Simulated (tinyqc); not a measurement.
## Ideality, saturation current and resistance from three points

Problem. Well above the saturation current a diode obeys V = n Vt ln(I/I0) + I Rs. Find n, Rs and I0.

Values chosen for this exercise: temperature T = 300 K.

Constants: q = 1.602176634e-19 C, kB = 1.380649e-23 J/K, Vt = kB T/q. Results are converted to the units shown.

currents (A): [1e-6, 0.0004, 0.01]
voltages (V): [0.20443828, 0.38886670, 0.49048381]

Solution. V is linear in the three unknowns n Vt, Rs and -n Vt ln I0, so three points give a linear system.

n = 1.19
Rs = 0.270 ohm
I0 = 1.30e-9 A

tinyqc, about 0.01 s, one thread, Intel Xeon 2.30GHz (shared host): `OMP_NUM_THREADS=1 python tinyqc.py 2260013 2260014 out.jsonl`
